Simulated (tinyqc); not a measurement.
How errors in the targets pass to the parameters: fitting sp3s* parameters to three gaps by Newton steps.

J:
```
           Esc     Vxapc     Vpaxc
Gamma  0.77670   0.00000   0.00000
X      0.00000  -0.84768   0.00000
L      0.38993  -0.27017  -0.10821
```

The gaps at Gamma, X and L of an sp3s* model are fitted with Esc, Vxapc and Vpaxc; J holds the derivatives of the gaps by these parameters at the start. The change of each parameter for +10 meV on one target is 10 J^-1, in meV.

Shifts (meV):

| target raised | Esc | Vxapc | Vpaxc |
|---|---|---|---|
| Gamma | 12.9 | 0.0 | 46.4 |
| X | 0.0 | -11.8 | 29.5 |
| L | 0.0 | 0.0 | -92.4 |

root sum of squares (meV): Esc 12.9, Vxapc 11.8, Vpaxc 107.5

What does the comparison show?

Independent errors of 10 meV leave Vpaxc least certain (108 meV) and Vxapc best fixed (11.8 meV). The largest single entry, 92 meV, comes from the target at L.

Program tinyqc; command `OMP_NUM_THREADS=1 python tinyqc.py 1452890 1452891 out.jsonl`; about 0.1 s on one thread of a shared Intel(R) Xeon(R) Processor @ 2.30GHz.
